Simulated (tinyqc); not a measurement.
What moves the results: valley splitting in a one-orbital chain of atomic planes (second-neighbour model). A value that a table varies takes the place of the one given here.

Each (001) plane carries one orbital with energy e0, hopping v to the next plane and u to the second: E(phi) = e0 + 2 v cos(phi) + 2 u cos(2 phi), where phi = pi - k a/4 (the sign of every second orbital is chosen so that v > 0, which shifts the phase by pi). The minimum lies at cos(phi0) = -v/(4u), phi0 = pi - (pi/2) k0 for a valley at k0 (2 pi/a), and e0 puts it at zero. A slab of N planes has hard walls: the matrix simply ends.

A well of Nw planes between barriers of 40 planes each (as of a SiGe alloy, taken as an offset alone). With x = j - 39.5 for plane j = 0, 1, ..., the potential is V0 (f(x) + f(Nw - x)) + F (j - 40) a/4, f(y) = 1/(1 + exp(y/L)), a step for L = 0; L is in planes, 4 L is about the distance over which f goes from 0.88 to 0.12, and 1 MV/m = 1e-4 V/angstrom.

Constants: hbar^2/2m0 = 3.80998211 eV angstrom^2.

Inputs chosen for the exercise (near those of the Delta valleys of silicon; abrupt walls in this chain split the valleys several times more than measured wells; not measured data): a = 5.428 angstrom (lattice constant; planes lie a/4 apart); ml = 0.869 m0 (longitudinal mass); N0 = 47 (first number of planes); Nf = 120 (planes in the thick slab); V0 = 0.1 eV (barrier height); F = 8 MV/m (field); Nw = 60 (planes in the well); k0 = 0.848 2 pi/a (position of the valley).

## Splitting against the number of planes

u = 0.630493 eV
v = 0.596444 eV
e0 = 1.402044 eV
phi0 = 1.809557 rad

Ten slabs from N0 on, of thickness (N - 1) a/4 between the outer planes. Effective mass: E1 = (c/ml)(pi/W)^2 with W = (N + 2) a/4: the amplitude vanishes on two missing planes at each end, and the envelope has its nodes N + 2 spacings apart. Large-N estimate of the splitting: 16 pi^2 u |sin(phi0) sin((N + 2) phi0)|/(N + 2)^3.

Doublet (meV):

| N | thickness (angstrom) | mean level | effective mass | splitting | estimate |
|---|---|---|---|---|---|
| 47 | 62.42 | 9.78 | 9.79 | 0.546 | 0.532 |
| 48 | 63.78 | 9.39 | 9.40 | 0.438 | 0.455 |
| 49 | 65.14 | 9.03 | 9.03 | 0.679 | 0.675 |
| 50 | 66.49 | 8.68 | 8.69 | 0.087 | 0.103 |
| 51 | 67.85 | 8.36 | 8.37 | 0.645 | 0.647 |
| 52 | 69.21 | 8.05 | 8.06 | 0.209 | 0.197 |
| 53 | 70.56 | 7.76 | 7.77 | 0.483 | 0.491 |
| 54 | 71.92 | 7.49 | 7.49 | 0.404 | 0.397 |
| 55 | 73.28 | 7.23 | 7.23 | 0.253 | 0.263 |
| 56 | 74.64 | 6.98 | 6.99 | 0.477 | 0.475 |

What does this show?

The mean level falls smoothly, from 9.8 to 7.0 meV, within 0.2 % of the effective-mass value. The splitting swings between 0.087 (N = 50) and 0.679 meV (N = 49): one plane more or less changes the phase between the two walls by phi0 = 1.810 rad. The estimate misses the computed values by at most 0.017 meV.

## Splitting against the electric field

A thick slab in a field F: plane j = 0, 1, ... gains the energy F j a/4 (1 MV/m = 1e-4 V/angstrom), which presses the electron against the first wall. The exponent is the slope of ln(splitting) against ln F between 20 and 50 MV/m.

Doublet:

| F (MV/m) | mean level (meV) | splitting (meV) | splitting/F (meV per MV/m) |
|---|---|---|---|
| 1 | 8.05 | 0.1409 | 0.1409 |
| 2 | 12.67 | 0.2794 | 0.1397 |
| 5 | 23.07 | 0.6986 | 0.1397 |
| 10 | 36.18 | 1.3975 | 0.1398 |
| 20 | 56.55 | 2.7961 | 0.1398 |
| 30 | 73.28 | 4.1956 | 0.1399 |
| 50 | 101.30 | 6.9968 | 0.1399 |

exponent = 1.00

How do the results move?

The splitting goes from 0.1409 to 6.9968 meV. At high field it grows as F^1.00: at a single hard wall it follows the squared slope of the envelope, which is proportional to F, while the level itself grows about as F^(2/3) (here F^0.64). A hard wall is the sharpest interface possible; real Si interfaces split several times less.

## Sharp and graded interfaces

The lowest doublet for several interface widths L.

Doublet:

| L (planes) | 4 L (angstrom) | mean level (meV) | splitting (micro-eV) |
|---|---|---|---|
| 0.00 | 0.00 | 26.67 | 1119.58 |
| 0.25 | 1.36 | 26.75 | 608.41 |
| 0.50 | 2.71 | 26.88 | 119.37 |
| 0.75 | 4.07 | 27.04 | 20.16 |
| 1.00 | 5.43 | 27.26 | 3.34 |
| 1.50 | 8.14 | 27.81 | 0.09 |
| 2.00 | 10.86 | 28.48 | 0.02 |

What does this show?

The mean level moves by +1.8 meV over the table, while the splitting falls from 1119.6 micro-eV at a step to 3.34 at L = 1 plane, a factor 335. Coupling the valleys needs the Fourier component of the potential at twice the valley wave vector, a period of a few planes, and grading removes it. Random alloy disorder, left out here, sets the splitting once this part is gone.

## What each parameter does

Step interfaces (L = 0). u, v, e0 follow from 8 u sin^2(phi0) = (2c/ml)/(a/4)^2, v = -4u cos(phi0), e0 = 2u + v^2/(4u), c = hbar^2/2m0. Each row changes one parameter from the base and keeps the others.

Results:

| case | mean level (meV) | splitting (micro-eV) |
|---|---|---|
| base | 26.67 | 1119.6 |
| k0 = 0.858 2 pi/a | 26.67 | 1114.8 |
| ml = 0.956 m0 | 25.91 | 1118.9 |
| V0 = 0.15 eV | 27.79 | 1120.6 |
| F = 16 MV/m | 39.10 | 2235.4 |
| Nw = 61 | 26.67 | 1118.1 |

What does this show?

The largest shifts from the base row, up to three for each result and ties (the steps differ in size, so this ranks the rows, not the parameters). mean level (meV): F +12.43, V0 +1.12, ml -0.76; unchanged at the printed digits by k0 and Nw. splitting (micro-eV): F +1115.8, k0 -4.8, Nw -1.5.

(tinyqc, `OMP_NUM_THREADS=1 python tinyqc.py 1452201 1452202 out.jsonl`, Intel(R) Xeon(R) Processor @ 2.30GHz, 1 thread, shared host, about 0.02 s.)
